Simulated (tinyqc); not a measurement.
Comparisons within one model: quantum well in an electric field by finite differences. A value that a table varies takes the place of the one given here.

Finite differences on points z_i at the centres of cells of width h: H_ii = (c/h^2)(1/m_(i-1/2) + 1/m_(i+1/2)) + V_i, H_(i,i+1) = -(c/h^2)/m_(i+1/2), where m_(i+1/2) is the mean of the masses at the two points (the end values are repeated outwards), psi = 0 on the points beyond both ends, c = hbar^2/2m0. The field adds e F (z - z0) with z0 the middle of the structure; 1 kV/cm = 1e-5 eV/angstrom.

Constants: hbar^2/2m0 = 3.80998211 eV angstrom^2.

Values chosen for the exercise (near those of a GaAs well in AlGaAs; shifted at random, so the results belong to these values and not to a real crystal):
- layers = ((88, 0.211, 0.0886), (110, 0, 0.0662), (88, 0.211, 0.0886)) (each layer: thickness in angstrom, band edge in eV, mass in m0)
- hf = 1.375 angstrom (cell width of the fine grid)
- Fs = (0, 6.67, 13.3, 20, 26.7, 33.3, 40) kV/cm (fields)
- F = 27 kV/cm (field along z)
- Lw = 110 angstrom (well width)
- Lb = 88 angstrom (each outer barrier)
- V0 = 0.211 eV (barrier height)
- mw = 0.0662 m0 (mass in the well)
- mb = 0.0886 m0 (mass in the barriers)

## Stark shift

Fine grid. Perturbation theory: dE1 = e F z_11 - beta (e F)^2 with beta = sum_j z_1j^2/(E_j - E_1) over the 13 next levels at zero field, z from z0.

Levels against field:
```
F (kV/cm)  E1 (eV)  E2 (eV)  dE1 (meV)  second order (meV)  <z - z0> (angstrom)  E2 - E1 (meV)
0           0.0257   0.1010       0.00                0.00                  0.0           75.3
6.67        0.0257   0.1010      -0.04               -0.04                 -1.3           75.3
13.3        0.0256   0.1010      -0.17               -0.17                 -2.6           75.4
20.0        0.0253   0.1010      -0.39               -0.39                 -3.9           75.7
26.7        0.0250   0.1010      -0.70               -0.70                 -5.2           76.0
33.3        0.0247   0.1010      -1.09               -1.09                 -6.5           76.4
40.0        0.0242   0.1011      -1.57               -1.58                 -7.8           76.9
```

z_11 = 0.00 angstrom
beta = 9873 angstrom^2/eV

At zero field the state is centred, so the shift starts as F^2; it turns linear only if the state is pulled to one side. At 40 kV/cm E1 has moved by -1.57 meV, where second order gives -1.58 meV; they differ by 0.9 % there. The electron moves by -7.8 angstrom, against the rise of the potential. E2 - E1 grows with the field; the ends are 75.3 and 76.9 meV.

## Order of mass and momentum

Fine grid. Hermitian kinetic operators m^a p m^b p m^a with 2a + b = -1: H_ii = (c/h^2) m_i^(2a) (m_(i-1/2)^b + m_(i+1/2)^b) + V_i, H_(i,i+1) = -(c/h^2) m_i^a m_(i+1)^a m_(i+1/2)^b; BenDaniel-Duke is a = 0. The halved form has H_ii = 2c/(h^2 m_i) + V_i and H_(i,i+1) = -(c/2h^2)(1/m_i + 1/m_(i+1)). The shifts are measured against BenDaniel-Duke; the last column repeats E1 with cells of hf/4.

Levels (eV):
```
operator                            E1      E2  E1 - E1(BDD) (meV)  E1 at hf/4
BenDaniel-Duke                  0.0250  0.1010                 0.0      0.0250
(1/m) p^2 + p^2 (1/m), halved   0.0253  0.0989                 0.2      0.0046
m^(-1/2) p^2 m^(-1/2)           0.0285  0.1100                 3.5      0.0285
m^(-1/4) p m^(-1/2) p m^(-1/4)  0.0268  0.1055                 1.8      0.0268
one mass, the smallest          0.0268  0.1055                 1.8      0.0268
```

The three forms m^a p m^b p m^a span 3.5 meV in E1, 5 % of E2 - E1; they differ only at the mass steps (largest to smallest mass 1.34), where m^a psi is the continuous quantity. Dropping the mass step altogether moves E1 by +1.8 meV. Refining the grid moves the halved form by -20.7 meV, against at most 0.02 meV for the other three: at an abrupt step it has no limit as the grid is refined.

## What each parameter does

Three layers: barrier, well, barrier; fine grid. The Stark shift is E1(F) - E1(0). Each row changes one parameter from the base and keeps the others.

Results:
```
case               E1 (eV)  E2 - E1 (meV)  Stark shift (meV)  <z - z0> (angstrom)
base                0.0250           76.0              -0.72                -5.29
Lw = 132 angstrom   0.0183           59.2              -1.21                -8.84
Lb = 110 angstrom   0.0250           76.0              -0.72                -5.29
V0 = 0.253 eV       0.0263           80.0              -0.65                -4.76
mw = 0.0761 m0      0.0232           70.2              -0.74                -5.42
mb = 0.1063 m0      0.0239           74.4              -0.74                -5.49
F = 13.5 kV/cm      0.0256           75.4              -0.18                -2.66
```

The largest shifts from the base row, up to three for each result and ties (the steps differ in size, so this ranks the rows, not the parameters). E1 (eV): Lw -0.0067, mw -0.0018, V0 +0.0013; unchanged at the printed digits by Lb. E2 - E1 (meV): Lw -16.8, mw -5.8, V0 +4.0; unchanged at the printed digits by Lb. Stark shift (meV): F +0.54, Lw -0.49, V0 +0.07; unchanged at the printed digits by Lb. <z - z0> (angstrom): Lw -3.55, F +2.63, V0 +0.53; unchanged at the printed digits by Lb.

Run: tinyqc, `OMP_NUM_THREADS=1 python tinyqc.py 1282657 1282658 out.jsonl`; Intel(R) Xeon(R) Processor @ 2.30GHz, one thread, shared host; about 0.02 s of CPU time with all checks.
